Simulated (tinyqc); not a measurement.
What each parameter does: Gamma, L and X subbands of a thin body with non-parabolic valleys.

Hard walls, flat band, c = hbar^2/2m0, energies from the bulk Gamma edge. For a valley at angle theta to the normal 1/m_z = cos^2/ml + sin^2/mt and m_d = sqrt(ml mt^2/m_z). Subband n starts at E_v + e with e (1 + a e) = c (n pi/t)^2/m_z, and its density-of-states mass is taken as m_d (1 + 2 a e), without further growth at higher in-plane energy. Groups are named by valley and degeneracy.

n_i = g m/(2 pi c) kB T ln(1 + exp((EF - E_i)/kB T)), sum n_i = Ns (1e12/cm^2 = 1e-4/angstrom^2), c = hbar^2/2m0. Quantum capacitance Cq = 1602.176634 sum g m/(2 pi c) f_i in microfarad/cm^2 with f_i = 1/(1 + exp((E_i - EF)/kB T)); Cox = 34.5313/eot (one gate); C/Cox = Cq/(Cq + Cox), the centroid term left out.

Constants: hbar^2/2m0 = 3.80998211 eV angstrom^2; kB = 8.617333262e-05 eV/K.

Values chosen for the exercise (near those of a thin GaAs channel; the results hold for these values, not for the real material): face = 100 (surface); mG = 0.0682 m0 (Gamma mass); aG = 0.56 1/eV (Gamma non-parabolicity); EL = 0.305 eV (L edge above Gamma); mL = (1.841, 0.075) m0 (L valleys (four, along <111>): ml, mt); EX = 0.423 eV (X edge above Gamma); mX = (1.272, 0.227) m0 (X valleys (three, along <100>): ml, mt); aS = 0.3 1/eV (non-parabolicity of L and X); Ns = 2.2 x 1e12/cm^2 (sheet density); T = 300 K (temperature); eot = 13 angstrom (equivalent oxide thickness); t = 28 angstrom (body thickness).

n = 1 to 8 of all groups.

Results for these values:

| case | lowest edge (eV) | EF (eV) | Gamma share (%) | C/Cox |
|---|---|---|---|---|
| base | 0.460 | 0.466 | 3.0 | 0.783 |

What happens to each result for EL = 0.255 eV, all else kept?

Answer: lowest edge does not change at the printed digits; EF does not change at the printed digits; Gamma share does not change at the printed digits; C/Cox rises from 0.783 to 0.784.

The same for each parameter in turn:

| case | lowest edge (eV) | EF (eV) | Gamma share (%) | C/Cox |
|---|---|---|---|---|
| base | 0.460 | 0.466 | 3.0 | 0.783 |
| t = 22 angstrom | 0.483 | 0.491 | 0.0 | 0.775 |
| mG = 0.0784 m0 | 0.460 | 0.459 | 20.6 | 0.796 |
| aG = 0.39 1/eV | 0.460 | 0.467 | 0.8 | 0.781 |
| EL = 0.255 eV | 0.460 | 0.466 | 3.0 | 0.784 |
| Ns = 3.3 x 1e12/cm^2 | 0.460 | 0.482 | 3.6 | 0.825 |
| eot = 11 angstrom | 0.460 | 0.466 | 3.0 | 0.754 |
| T = 250 K | 0.460 | 0.472 | 1.9 | 0.798 |

Computed by tinyqc, a small Python program: `OMP_NUM_THREADS=1 python tinyqc.py 1250065 1250066 out.jsonl` (the numbers bound the seed that draws the inputs); one thread of a shared host (Intel(R) Xeon(R) Processor @ 2.30GHz), about 0.04 s for the whole set of steps.
